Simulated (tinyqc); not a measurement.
# Energy and delay of logic against supply voltage: effects of single changes

One expression serves below and above threshold: I(Vg) = Ik [ln(1 + exp((Vg - VT + dd V)/(al nf Vt)))]^al, with I_on = I(V) and I_off = I(0). Gate delay td = kd C V/I_on, clock period LD td. Per gate and cycle the switching energy is act C V^2 and the leakage energy I_off V LD td. No short-circuit current, no variation. Minima are sought above 0.09 V; below a few Vt gates no longer switch and the model has no meaning.

Parameters, values chosen for the exercise; values of the order met in logic technologies:
- T = 300 K (temperature)
- VT = 0.21 V (threshold voltage at zero drain bias)
- nf = 1.41 (slope factor)
- dd = 0.09 (barrier lowering per volt of supply)
- Ik = 2 uA (specific current of a gate)
- al = 1.56 (exponent of the current law)
- C = 0.98 fF (load capacitance of a gate)
- kd = 0.5 (delay factor)
- LD = 30 (logic depth)
- act = 0.2 (activity factor)

Constants: q = 1.602176634e-19 C, kB = 1.380649e-23 J/K, Vt = kB T/q. Results are converted to the units shown.

Each table varies one quantity; the others keep the values above.

## Energy and delay against supply voltage

EDP = energy times td.

Result of one run:
```
V (V),I_on (uA),I_off (nA),td (ps),switching (aJ),leakage (aJ),energy (aJ),EDP (fJ ps)
0.5,31.83,20.75,7.697,49.00,2.395,51.40,0.3956
```

What becomes of these results when the supply voltage V is changed from 0.5 to 0.27 V, all else the same?

Result of the changed run:
```
V (V),I_on (uA),I_off (nA),td (ps),switching (aJ),leakage (aJ),energy (aJ),EDP (fJ ps)
0.27,4.522,11.91,29.25,14.29,2.821,17.11,0.5005
```

The whole series:
```
V (V),I_on (uA),I_off (nA),td (ps),switching (aJ),leakage (aJ),energy (aJ),EDP (fJ ps)
0.15,0.4163,8.898,176.6,4.410,7.070,11.48,2.027
0.27,4.522,11.91,29.25,14.29,2.821,17.11,0.5005
0.38,14.87,15.54,12.52,28.30,2.218,30.52,0.3822
0.5,31.83,20.75,7.697,49.00,2.395,51.40,0.3956
0.62,53.20,27.67,5.711,75.34,2.939,78.28,0.4470
0.73,76.04,35.96,4.704,104.4,3.705,108.2,0.5087
0.85,104.1,47.79,3.999,141.6,4.873,146.5,0.5858
0.97,135.3,63.35,3.514,184.4,6.477,190.9,0.6707
1.08,166.3,81.84,3.182,228.6,8.438,237.1,0.7544
1.2,202.7,107.9,2.901,282.2,11.27,293.5,0.8515
```

td falls from 177 to 2.90 ps; the energy rises from 11.5 to 294 aJ and the EDP goes from 2.03 through a minimum of 0.382 (at V = 0.38 V among the rows listed) to 0.851 fJ ps. The exact minima lie at V = 0.158 V for the energy and 0.411 V for the EDP. Going from 1.2 V to the energy minimum saves a factor of 25.6 in energy and costs a factor of 53.0 in delay. Below the minimum the leakage energy rises faster than the switching energy falls, because the clock period grows so steeply.

## Optimum supplies against the activity factor

Same model as above.

V_min minimises the energy and V_EDP the product of energy and td.

Optimum supplies against the activity factor:
```
act,V_min (V),energy at V_min (aJ),leakage share (%),clock at V_min (MHz),V_EDP (V),clock at V_EDP (GHz)
0.002,0.3685,2.497,89.34,2497,0.5973,5.564
0.005,0.3411,2.865,80.10,2102,0.5651,5.168
0.01,0.3127,3.386,71.69,1701,0.5310,4.736
0.02,0.2802,4.238,63.70,1266,0.4939,4.250
0.05,0.2344,6.140,56.16,742.3,0.4509,3.666
0.1,0.1982,8.396,54.16,435.9,0.4272,3.335
0.2,0.1576,11.45,57.50,216.9,0.4111,3.108
```

Read the table: what changes, and by how much?

As act goes from 0.002 to 0.2, V_min falls from 0.369 to 0.158 V, the energy there rises from 2.50 to 11.5 aJ, the clock there falls from 2500 to 217 MHz and V_EDP falls from 0.597 to 0.411 V. act and LD enter V_min only through the ratio act/LD.

Computed by the program tinyqc: `OMP_NUM_THREADS=1 python tinyqc.py 2082005 2082006 out.jsonl`, one thread of a shared Intel Xeon 2.30GHz, about 0.01 s for the whole run.
